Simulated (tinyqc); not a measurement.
# Polarisation charge from two barrier thicknesses

Inverse problem. VT = phiB - dEc - q sigma d/(eps0 eps_r). Find sigma, phiB - dEc and the thickness at which VT = 0.

Values chosen for this exercise:
```
symbol,value,unit,meaning
eps_r,9.3,,relative permittivity of barrier and channel
```

Constants: q = 1.602176634e-19 C, eps0 = 8.8541878128e-14 F/cm where lengths are in cm. Results are converted to the units shown.

VT for d = 12 and 22 nm (V): -2.8887182  -5.9718168

Solution. VT is linear in d.

sigma = 1.58e13 cm^-2
phiB - dEc = 0.811 V
thickness for VT = 0 = 2.63 nm

tinyqc, about 0.05 s, one thread, Intel Xeon 2.30GHz (shared host): `OMP_NUM_THREADS=1 python tinyqc.py 2570139 2570140 out.jsonl`
